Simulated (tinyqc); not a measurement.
From results back to parameters: finite square well with mass mismatch (envelope functions). Three cases, with inputs chosen for the exercise.

Problem. The lowest level of this well was computed from a hidden depth V0.

A square well of width L and depth V0, mass mw inside and mb outside, energies from the bottom of the well, c = hbar^2/2m0. k = sqrt(mw E/c), kappa = sqrt(mb (V0 - E)/c). psi and psi'/m are continuous at the walls (BenDaniel-Duke), so level n solves k L + 2 atan[(k/mw)/(kappa/mb)] = n pi.

Constants: hbar^2/2m0 = 3.80998211 eV angstrom^2.

Case 1.

Values chosen (out of a larger set: near those of the light valleys of a Si film in HfO2; not measured data): L = 35 angstrom (well width); mw = 0.192 m0 (mass in the well); mb = 0.182 m0 (mass in the barrier).

E1 = 0.109096 eV

Case 2.

Values chosen (out of a larger set: near those of a GaAs well in AlGaAs; not measured data): L = 200 angstrom (well width); mw = 0.065 m0 (mass in the well); mb = 0.0861 m0 (mass in the barrier).

E1 = 0.009961 eV

Case 3.

Values chosen (out of a larger set: near those of a strained Si well in SiGe; not measured data): L = 38 angstrom (well width); mw = 0.892 m0 (mass in the well); mb = 0.942 m0 (mass in the barrier).

E1 = 0.018057 eV

Find: k; kappa; V0.

Solution. For n = 1 the condition reads kappa = (mb/mw) k tan(kL/2); then V0 = E1 + c kappa^2/mb.

Case 1.

k = 0.07415 1/angstrom
kappa = 0.2508 1/angstrom
V0 = 1.426 eV

Case 2.

k = 0.01304 1/angstrom
kappa = 0.0631 1/angstrom
V0 = 0.186 eV

Case 3.

k = 0.06502 1/angstrom
kappa = 0.1970 1/angstrom
V0 = 0.175 eV

Computed by tinyqc, one run a case: `OMP_NUM_THREADS=1 python tinyqc.py N N+1 out.jsonl` with N = 1251899, 1251954, 1251990; one thread of a shared Intel(R) Xeon(R) Processor @ 2.30GHz, about 0.01 s a run at most.
